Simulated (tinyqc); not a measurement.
Neighbouring tubes: carbon nanotube by zone folding.

Circumference C = n a1 + m a2, a = sqrt3 acc; d = a sqrt(n^2 + nm + m^2)/pi; tan(theta) = sqrt3 m/(2n + m); dR = gcd(2n + m, 2m + n); T = t1 a1 + t2 a2 with t1 = (2m + n)/dR, t2 = -(2n + m)/dR, |T| = sqrt3 pi d/dR; N = 2 (n^2 + nm + m^2)/dR hexagons a cell. On cutting line mu = 0 to N - 1 at x = k|T|/(2 pi) the phases are p1 = 2 pi (-t2 mu + m x)/N, p2 = 2 pi (t1 mu - n x)/N, and E = -/+ t |1 + exp(i p1) + exp(i p2)|.

Values chosen for the exercise (near those used for carbon; shifted at random, so the results belong to these values and not to a real crystal): n = 17 (chiral index); m = 0 (chiral index); t = 3 eV (hopping); acc = 1.42 angstrom (bond length).

Diameter, chiral angle and twice the lowest band edge.

Results for these values:
```
case  d (angstrom)  theta (deg)  gap (eV)
base        13.309         0.00    0.6511
```

What happens to each result for n = 18, all else kept?

Answer: d rises from 13.309 to 14.092; theta does not change at the printed digits; gap falls from 0.6511 to 0.0000.

The same for each parameter in turn:
```
case                 d (angstrom)  theta (deg)  gap (eV)
base                       13.309         0.00    0.6511
n = 18                     14.092         0.00    0.0000
m = 1                      13.717         2.83    0.6101
t = 3.15 eV                13.309         0.00    0.6837
acc = 1.46 angstrom        13.684         0.00    0.6511
```

In zone folding the gap does not depend on acc at fixed (n, m); a step in n or m changes (n - m) mod 3 and closes the gap where that becomes zero.

tinyqc: `OMP_NUM_THREADS=1 python tinyqc.py 1482126 1482127 out.jsonl`; about 0.03 s, one thread, shared Intel(R) Xeon(R) Processor @ 2.30GHz.
